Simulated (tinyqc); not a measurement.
# Resonant-tunnelling diode, transfer matrices and Tsu-Esaki current: what changes with what

Emitter (band edge 0), barrier d1, well Lw, barrier d2, collector (edge -V). The bias drops linearly over these layers and none in the contacts; each layer is cut into ns equal slices, flat at the value of their centres. E is the energy of motion across the layers, C = hbar^2/(2 m0), psi and psi'/m are continuous. Transport is coherent, T(E) is taken as independent of the transverse momentum, and charge in the well is ignored.

Parameters, values chosen for the exercise; masses and offsets close to those of InGaAs wells and InP barriers:

| symbol | value | unit | meaning |
|---|---|---|---|
| T | 200 | K | temperature |
| mw | 0.041 | m0 | mass in the well, spacer and contacts |
| U1 | 0.24 | eV | barrier height |
| m1 | 0.08 | m0 | barrier mass |
| d1 | 2.7 | nm | emitter barrier |
| Lw | 9 | nm | well width |
| d2 | 2.7 | nm | collector barrier |
| ns | 1 |  | slices in each layer |
| Ef | 0.035 | eV | Fermi energy of both contacts above their band edges |

Constants: q = 1.602176634e-19 C, kB = 1.380649e-23 J/K, hbar = 1.054571817e-34 J s, m0 = 9.1093837015e-31 kg, Vt = kB T/q, hbar^2/(2 m0) = 0.0380998212 eV nm^2. Results are converted to the units shown.

Each table varies one quantity; the others keep the values above.

## Current against voltage

For the pair (psi, psi'/m) a flat layer has M = [[cos kd, (m/k) sin kd], [-(k/m) sin kd, cos kd]] with k = sqrt(m (E - U)/C) above its edge U, and M = [[cosh Kd, (m/K) sinh Kd], [(K/m) sinh Kd, cosh Kd]] with K = sqrt(m (U - E)/C) below it. Later slices stand to the left. With M acting on (psi, psi'/m) and v = k/m in each lead, T(E) = 4 vL vR/[(vL vR M12 - M21)^2 + (vR M11 + vL M22)^2]. J = J0 times the integral over E > 0 of T(E) N(E), N = ln[(1 + exp((Ef - E)/Vt))/(1 + exp((Ef - V - E)/Vt))], J0 = q^2 mw m0 kB T/(2 pi^2 hbar^3) (times 1e-4 for A/cm^2 per eV). The integral is converged to the digits shown.

Result of one run:
```
V (V)  J (kA/cm^2)
0.129        7.952
```

What becomes of these results when the bias of the collector V is changed from 0.129 to 0.069 V, all else the same?

Result of the changed run:
```
V (V)  J (kA/cm^2)
0.069        58.51
```

The whole series:
```
V (V)  J (kA/cm^2)
0.009        10.44
0.024        27.41
0.039        42.86
0.054        54.76
0.069        58.51
0.084        37.21
0.099        8.747
0.114        7.428
0.129        7.952
0.144        9.403
0.159        11.76
```

Among the rows the current peaks at 58.5 kA/cm^2 at V = 0.069 V and falls to 7.43 kA/cm^2 at 0.114 V, a ratio of 7.88. At zero bias the resonance lies at 0.0438 eV and the centre of the well takes the share 0.500 of the bias, so the level should reach the emitter band edge near V = 0.0875 V; beyond that only the tail of the broadened level (width 3.07 meV at zero bias) and off-resonant tunnelling carry current. Without scattering and space charge the valley comes out far lower than in a real diode. The current rises again in the last rows.

## Resonance against bias

The resonance is the first maximum of T(E) for E > 0, G its full width at half maximum. For a sharp resonance J = J0 (pi G/2) Tp N(Er), with Er the peak energy, Tp the peak transmission and G the full width at half maximum (in eV).

Resonance against bias:
```
V (V)   Er (eV)      Tp  G (meV)  J (kA/cm^2)  one-resonance J (kA/cm^2)
0.009   0.03926  0.9965    3.069        10.44                      10.79
0.02    0.03376  0.9826    3.060        22.97                      23.74
0.031   0.02825  0.9570    3.043        34.90                      36.05
0.042   0.02273  0.9175    3.016        45.62                      47.08
0.053   0.01721  0.8594    2.975        54.14                      55.79
0.063   0.01219  0.7825    2.919        58.50                      60.17
0.074  0.006684  0.6483    2.819        56.08                      57.50
```

What does the table show?

Er falls from 0.0393 to 0.00668 eV, by 0.501 eV a volt, against the share 0.500 of the bias at the centre of the well. Tp falls from 0.997 to 0.648: the bias makes equal barriers unequal. The one-resonance current is 3.4 % above the full integral in the first row and 2.5 % above it in the last.

Program tinyqc, `OMP_NUM_THREADS=1 python tinyqc.py 2600026 2600027 out.jsonl`; Intel Xeon 2.30GHz, shared host, one thread, about 0.08 s.
